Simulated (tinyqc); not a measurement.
# Vertical double-diffused power MOSFET, components of the on-resistance: what changes with what

Stripe cells of pitch Wp + a, two channels a cell. Current flows through the channels, spreads in the accumulation layer, passes the gap between the p bodies and spreads at 45 degrees into the drift layer below them. Low drain voltage, full ionisation.

Values chosen for this exercise; bulk values close to those of 4H silicon carbide:
```
symbol,value,unit,meaning
T,350,K,temperature
eps_r,9.92,,relative permittivity
Kc,22700,V/cm per (cm^-3)^(1/8),critical-field constant
BV,650,V,rated breakdown voltage of the drift layer
mud,818,cm^2/(V s),drift mobility at 300 K
bt,2.1,,temperature exponent of the drift mobility
tox,76,nm,gate oxide thickness (eps_r 3.9)
Vov,6,V,gate overdrive
mch,18,cm^2/(V s),channel mobility
mac,65,cm^2/(V s),accumulation-layer mobility
Lc,1.3,um,channel length
Wp,7.7,um,"width of the p body in one cell, channels included"
a,2.8,um,gap between neighbouring p bodies
xp,1.3,um,depth of the p body
Nj,2,,doping of the gap over the drift doping
Vbi,2.93,V,built-in voltage of the body junction
Rs,0.14,mohm cm^2,substrate and contact resistance
```

Constants: q = 1.602176634e-19 C, eps0 = 8.8541878128e-14 F/cm where lengths are in cm. Results are converted to the units shown.

Each table varies one quantity; the others keep the values above.

## On-resistance against the rated breakdown voltage of the drift layer

Triangular field at breakdown with Ec = Kc N^(1/8): BV = eps0 eps_r Ec^2/(2 q N), so N = (eps0 eps_r Kc^2/(2 q BV))^(4/3); W = 2 BV/Ec; mu = mud (T/300 K)^(-bt); rho = 1/(q mu N); ideal resistance rho W. Pitch p = Wp + a, Cox = 3.9 eps0/tox; zero-bias depletion in the gap w0 = sqrt(2 eps0 eps_r Vbi/(q N Nj)), open gap g = a - 2 w0; R_ch = Lc p/(2 mch Cox Vov); R_acc = 0.6 a p/(4 mac Cox Vov), 0.6 being an empirical factor for current leaving the layer along its length; R_gap = (rho/Nj) xp p/g; spreading depth t = min(W, (p - g)/2); R_drift = (rho p/2) ln((g + 2 t)/g) + rho (W - t); R_on = the sum with Rs.

The same in every row: R_ch (mohm cm^2) = 13.91; R_acc (mohm cm^2) = 2.489.

Results:

| BV (V) | R_gap (mohm cm^2) | R_drift (mohm cm^2) | R_on (mohm cm^2) | ideal (mohm cm^2) | largest term |
|---|---|---|---|---|---|
| 300 | 0.03628 | 0.06769 | 16.64 | 0.02729 | channel |
| 490 | 0.07298 | 0.1875 | 16.80 | 0.09304 | channel |
| 1300 | 0.3157 | 1.479 | 18.33 | 1.067 | channel |
| 2100 | 0.6957 | 4.436 | 21.67 | 3.538 | channel |
| 3500 | 1.812 | 14.90 | 33.25 | 12.69 | drift |
| 5600 | 5.703 | 46.85 | 69.09 | 41.08 | drift |

Estimate the missing row, BV = 800 V.

Computed row:

| BV (V) | R_gap (mohm cm^2) | R_drift (mohm cm^2) | R_on (mohm cm^2) | ideal (mohm cm^2) | largest term |
|---|---|---|---|---|---|
| 800 | 0.1498 | 0.5126 | 17.20 | 0.3169 | channel |

With this row back in the table: R_on rises from 16.6 to 69.1 mohm cm^2. The channel term is the largest at BV = 300, the drift term from 3500 on. R_on is 610 times the ideal drift resistance in the first row and 1.68 times in the last. The ideal resistance goes as BV^(2.50), and R_on as BV^(1.56) between the last two rows.

## On-resistance against the gap between neighbouring p bodies

Same model as above.

The same in every row: ideal (mohm cm^2) = 0.1886.

On-resistance against the gap between neighbouring p bodies:

| a (um) | R_ch (mohm cm^2) | R_acc (mohm cm^2) | R_gap (mohm cm^2) | R_drift (mohm cm^2) | R_on (mohm cm^2) | largest term |
|---|---|---|---|---|---|---|
| 0.57 | 10.95 | 0.3990 | 2.184 | 0.7320 | 14.41 | channel |
| 0.85 | 11.33 | 0.6152 | 0.5595 | 0.5374 | 13.18 | channel |
| 1.3 | 11.92 | 0.9904 | 0.2666 | 0.4389 | 13.76 | channel |
| 1.9 | 12.72 | 1.544 | 0.1644 | 0.3788 | 14.94 | channel |
| 2.8 | 13.91 | 2.489 | 0.1101 | 0.3322 | 16.98 | channel |
| 4.2 | 15.76 | 4.231 | 0.07787 | 0.2945 | 20.51 | channel |
| 6.3 | 18.54 | 7.466 | 0.05857 | 0.2655 | 26.47 | channel |
| 9.4 | 22.65 | 13.61 | 0.04668 | 0.2438 | 36.69 | channel |
| 14 | 28.74 | 25.72 | 0.03909 | 0.2276 | 54.87 | channel |

What does the comparison show?

R_on goes from 14.4 through a minimum of 13.2 (at a = 0.85 among the rows listed) to 54.9 mohm cm^2. The channel term is the largest at a = 0.57 and in all other rows. R_on is 76.4 times the ideal drift resistance in the first row and 291 times in the last. A narrow gap chokes the current while a wide one lengthens the pitch and so dilutes the channels, which gives the minimum.

Numbers from tinyqc (`OMP_NUM_THREADS=1 python tinyqc.py 2230138 2230139 out.jsonl`; about 0.01 s on one thread of a shared Intel Xeon 2.30GHz).
